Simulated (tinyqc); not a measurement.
# Front-illuminated p-i-n photodiode, quantum efficiency and bandwidth: effects of single changes

Light enters through a p layer (0 to xp), a depleted layer (xp to xp + wi) and a thick n substrate, decaying as exp(-al x); one pass, no back reflection. Carriers made in the depleted layer are all collected; those in the neutral layers diffuse.

Inputs (values chosen for the exercise); values close to those of germanium at this wavelength:
```
symbol,value,unit,meaning
lam,1310,nm,wavelength
al,7190,1/cm,absorption coefficient
Rf,0.05,,reflectance of the front face
eps_r,15.9,,relative permittivity
xp,0.13,um,thickness of the front p layer
wi,0.43,um,thickness of the depleted layer
Dn,18,cm^2/s,electron diffusion coefficient in the p layer
Ln,4.9,um,electron diffusion length in the p layer
S,300,cm/s,recombination velocity of the front surface
Lp,9.7,um,hole diffusion length in the thick n substrate
ve,5.81e6,cm/s,electron drift velocity
vh,4.1e6,cm/s,hole drift velocity
dia,270,um,diameter
RL,50,ohm,load resistance
Cp,6,fF,parasitic capacitance
```

Constants: q = 1.602176634e-19 C, h = 6.62607015e-34 J s, c = 299792458 m/s, eps0 = 8.8541878128e-14 F/cm where lengths are in cm. Results are converted to the units shown.

Each table varies one quantity; the others keep the values above.

## Efficiency and bandwidth against the thickness of the depleted layer

k = al Ln, s = S Ln/Dn, e = exp(-al xp); front layer f1 = (k/(k^2 - 1)) {[s + k - e (s cosh(xp/Ln) + sinh(xp/Ln))]/[s sinh(xp/Ln) + cosh(xp/Ln)] - k e}; depleted layer f2 = e (1 - exp(-al wi)); substrate f3 = e exp(-al wi) al Lp/(1 + al Lp); external efficiency (1 - Rf)(f1 + f2 + f3); responsivity = efficiency q lam/(h c). Drift response for pairs made in the depleted layer, a = al wi, g = 1 - exp(-a), u = 2 pi i f, te = wi/ve, th = wi/vh: electrons He = [g - a (exp(-a) - exp(-u te))/(u te - a)]/(u te g), holes Hh = [g - a (1 - exp(-a - u th))/(a + u th)]/(u th g); C = eps0 eps_r pi (dia/2)^2/wi + Cp; total |He + Hh|/sqrt(1 + (2 pi f RL C)^2), for the current of the depleted layer alone. Limits are the frequencies at which each factor falls to 1/sqrt(2); inverse-square sum (f_transit^-2 + f_RC^-2)^(-1/2); the diffusion currents f1 and f3 are left out of the bandwidth.

Efficiency and bandwidth against the thickness of the depleted layer:

| wi (um) | f2 | f1 + f3 | responsivity (A/W) | transit limit (GHz) | RC limit (GHz) | 3 dB bandwidth (GHz) | inverse-square sum (GHz) | bandwidth x (1 - Rf) f2 (GHz) |
|---|---|---|---|---|---|---|---|---|
| 0.054 | 0.03468 | 0.8554 | 0.8934 | 481.7 | 0.02132 | 0.02132 | 0.02132 | 7.026e-4 |
| 0.09 | 0.05707 | 0.8358 | 0.8963 | 289.5 | 0.03554 | 0.03554 | 0.03554 | 0.001927 |
| 0.15 | 0.09311 | 0.8043 | 0.9008 | 174.2 | 0.05923 | 0.05923 | 0.05923 | 0.005239 |
| 0.26 | 0.1553 | 0.7499 | 0.9086 | 101.0 | 0.1027 | 0.1027 | 0.1027 | 0.01514 |
| 0.43 | 0.2422 | 0.6739 | 0.9196 | 61.53 | 0.1698 | 0.1698 | 0.1698 | 0.03906 |
| 0.72 | 0.3680 | 0.5639 | 0.9354 | 37.20 | 0.2842 | 0.2842 | 0.2842 | 0.09935 |
| 1.2 | 0.5264 | 0.4253 | 0.9553 | 22.74 | 0.4735 | 0.4733 | 0.4734 | 0.2367 |
| 2 | 0.6945 | 0.2783 | 0.9765 | 13.99 | 0.7886 | 0.7869 | 0.7874 | 0.5192 |
| 3.4 | 0.8317 | 0.1583 | 0.9938 | 8.442 | 1.339 | 1.317 | 1.323 | 1.041 |

Read the table: what changes, and by how much?

As wi goes from 0.054 to 3.4, the responsivity rises from 0.893 to 0.994 A/W and the bandwidth rises from 0.0213 to 1.32 GHz. The RC limit is the lower one in every row. Adding inverse squares of the two limits is within 0.42 % of the full result. The product of bandwidth and fast efficiency rises from 7.03e-4 to 1.04 GHz. For wi = 0.054, 0.09, 0.15, 0.26, 0.43, 0.72, 1.2, 2 the diffusion currents exceed 0.3 of the drift current; their own response times, left out, may then shape the whole response.

## Efficiency and bandwidth against the diameter

Same model as above.

The same in every row: f2 = 0.2422; f1 + f3 = 0.6739; responsivity (A/W) = 0.9196; transit limit (GHz) = 61.53.

Efficiency and bandwidth against the diameter:

| dia (um) | RC limit (GHz) | 3 dB bandwidth (GHz) | inverse-square sum (GHz) | bandwidth x (1 - Rf) f2 (GHz) |
|---|---|---|---|---|
| 5 | 256.1 | 59.15 | 59.83 | 13.61 |
| 10 | 100.4 | 50.47 | 52.46 | 11.61 |
| 20 | 29.24 | 25.68 | 26.41 | 5.910 |
| 50 | 4.906 | 4.884 | 4.890 | 1.124 |
| 100 | 1.235 | 1.235 | 1.235 | 0.2841 |
| 200 | 0.3093 | 0.3093 | 0.3093 | 0.07117 |
| 500 | 0.04951 | 0.04951 | 0.04951 | 0.01139 |
| 1000 | 0.01238 | 0.01238 | 0.01238 | 0.002848 |

What does the comparison show?

As dia goes from 5 to 1000, the responsivity stays at 0.920 A/W and the bandwidth falls from 59.2 to 0.0124 GHz. The RC limit is the lower one for dia = 20, 50, 100, 200, 500, 1000, the transit limit elsewhere. Adding inverse squares of the two limits is within 3.9 % of the full result. In every row the diffusion currents exceed 0.3 of the drift current; their own response times, left out, may then shape the whole response.

tinyqc, about 0.01 s, one thread, Intel Xeon 2.30GHz (shared host): `OMP_NUM_THREADS=1 python tinyqc.py 2250104 2250105 out.jsonl`
